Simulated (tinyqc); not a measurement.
MOSFET in the linear regime without short-channel effects, parameter extraction from computed curves: one step of the calculation.

Inversion charge Q = Cox n Vt W0(exp((Vg - VT)/(n Vt))), W0 the Lambert function and n = nf; u = Q/Cox; mobility mu = mu0/(1 + th1 u + th2 u^2); channel resistance Rch = (L - dL)/(W mu Q); Id = Vd/(Rch + Rsd/W). Cox = eps0 eox/tox. Small Vd, no channel-length or drain effects.

Question. Threshold and mobility at the peak transconductance. gm_i = (Id_(i+1) - Id_(i-1))/(Vg_(i+1) - Vg_(i-1)); at the point j of largest gm the tangent meets the axis at V_ext = Vg_j - Id_j/gm_j; field-effect mobility gm_j L/(W Cox Vd) with the drawn L.

Parameters, values chosen for the exercise; channel values of the order met in silicon transistors:
- eox = 22.4 (relative permittivity of the gate insulator (close to hafnium oxide))
- tox = 5.7 nm (insulator thickness)
- mu0 = 310 cm^2/(V s) (low-field mobility)
- VT = 0.45 V (threshold voltage)
- W = 0.5 um (gate width)
- L = 0.12 um (drawn gate length)
- dL = 0.01 um (drawn less effective length)
- Vd = 0.025 V (drain voltage)

Constants: eps0 = 8.8541878128e-14 F/cm where lengths are in cm. Results are converted to the units shown.

```
point  Vg (V)      Id (uA)
0        0.29  0.018597738
1        0.37   0.24555105
2        0.45    2.0457322
3        0.53    6.6533810
4        0.61    12.195913
5        0.69    17.454270
6        0.77    22.136183
7        0.85    26.233538
8        0.93    29.810181
9        1.01    32.941082
10       1.09    35.695086
11       1.17    38.130956
```

Give: gm; j; V_ext; field-effect mobility.

Answer.

gm, point 1 to 10 (uS): [12.670, 40.049, 63.439, 67.506, 62.127, 54.870, 47.962, 41.922, 36.781, 32.437]
j = 4
V_ext = 0.42933 V
field-effect mobility = 186.25 cm^2/(V s)

V_ext is 21 mV below the model VT, and the mobility so found is 45 % below mu0 L/(L - dL) = 338 cm^2/(V s), the value for the drawn L; attenuation, series resistance and the slow approach of Q to a straight line all lower the peak gm.

tinyqc, about 0.01 s, one thread, Intel Xeon 2.30GHz (shared host): `OMP_NUM_THREADS=1 python tinyqc.py 2210166 2210167 out.jsonl`
